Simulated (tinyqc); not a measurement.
## p-type polysilicon, carrier trapping at grain boundaries: effect of the doping

One-dimensional grains of size Lg, uniform ionised doping N, monovalent traps Qt at each boundary at a depth Et below (for electrons) or above (for holes) the band edge there, abrupt depletion of width W on each side of a boundary, Boltzmann statistics. xi is the distance from the band edge at the grain centre to the Fermi level. Trapped charge Qt/(1 + exp((xi + VB - Et)/Vt)) = 2 N W, barrier VB = q N W^2/(2 eps0 eps_r).

If the trap equation with xi = Vt ln(NB/N) has a root W < Lg/2, the grain is partly depleted; otherwise W = Lg/2 and the trap equation gives xi = Et - VB + Vt ln(Qt/(N Lg) - 1). N* = Qt/Lg. n0 = NB exp(-xi/Vt); mean density n0 (1 - 2 W/Lg) by charge balance in a partly depleted grain, and n0 (sqrt(pi)/2) erf(u)/u with u = sqrt(VB/Vt) in a fully depleted one; v = sqrt(kB T/(2 pi ms m0)); barrier resistivity Vt exp(VB/Vt)/(q fe n0 v Lg); grain resistivity (1 - 2 W/Lg)/(q n0 mug); effective mobility 1/(q mean density total resistivity). Rows with xi above 0.45 V, towards mid-gap, are left out, since the other carrier type is ignored.

Values chosen for this exercise; values of the order met in polycrystalline silicon:
```
symbol,value,unit,meaning
T,400,K,temperature
eps_r,11.7,,relative permittivity
NB,4.08e19,cm^-3,valence-band density of states at T
Lg,59,nm,grain size
Qt,1.7e12,cm^-2,trap density of a grain boundary
Et,0.44,eV,depth of the trap level from the majority band edge at the boundary
ms,0.58,m0,mass for thermionic emission
fe,0.12,,correction factor of the emission rate
mug,72,cm^2/(V s),mobility inside the grains
```

Constants: q = 1.602176634e-19 C, kB = 1.380649e-23 J/K, m0 = 9.1093837015e-31 kg, Vt = kB T/q, eps0 = 8.8541878128e-14 F/cm where lengths are in cm. Results are converted to the units shown.

Effect of the doping:

| N (cm^-3) | N/N* | depleted share 2 W/Lg | VB (V) | xi (V) | mean density (cm^-3) | resistivity (ohm cm) | effective mobility (cm^2/(V s)) |
|---|---|---|---|---|---|---|---|
| 6.4e16 | 0.2221 | 1.000 | 0.04307 | 0.4401 | 8.163e13 | 2237 | 34.18 |
| 1.3e17 | 0.4512 | 1.000 | 0.08748 | 0.3593 | 6.587e14 | 776.9 | 12.20 |
| 2.8e17 | 0.9718 | 0.9643 | 0.1752 | 0.1717 | 1.000e16 | 42.92 | 14.54 |
| 5.9e17 | 2.048 | 0.4869 | 0.09412 | 0.1460 | 3.027e17 | 2.013 | 10.24 |
| 1.2e18 | 4.165 | 0.2400 | 0.04652 | 0.1216 | 9.120e17 | 0.2943 | 23.25 |
| 2.6e18 | 9.024 | 0.1108 | 0.02149 | 0.09490 | 2.312e18 | 0.08309 | 32.49 |
| 5.5e18 | 19.09 | 0.05239 | 0.01016 | 0.06907 | 5.212e18 | 0.03312 | 36.15 |
| 1.2e19 | 41.65 | 0.02401 | 0.004656 | 0.04218 | 1.171e19 | 0.01416 | 37.64 |

As N goes from 6.4e16 to 1.2e19, VB goes from 0.0431 through a maximum of 0.175 (at N = 2.8e17 among the rows listed) to 0.00466 V, the resistivity falls from 2240 to 0.0142 ohm cm and the effective mobility moves up and down between 10.2 and 37.6 cm^2/(V s). The steepest fall of the resistivity among the rows, as N^(-4.1), lies between N = 2.8e17 and 5.9e17 cm^-3; N* = 2.88e17 cm^-3. While the grain is fully depleted VB grows as N; once the traps are full it falls as 1/N. For N = 5.5e18, 1.2e19 xi is under 2.5 Vt, where Boltzmann statistics begin to fail. For N = 2.6e18, 5.5e18, 1.2e19 VB is below Vt, where abrupt depletion and thermionic emission are rough. For N = 2.8e17 the grain is near the changeover between partial and full depletion, within a few Debye lengths, where both limits are rough.

Numbers from tinyqc (`OMP_NUM_THREADS=1 python tinyqc.py 2830113 2830114 out.jsonl`; about 0.01 s on one thread of a shared Intel Xeon 2.30GHz).
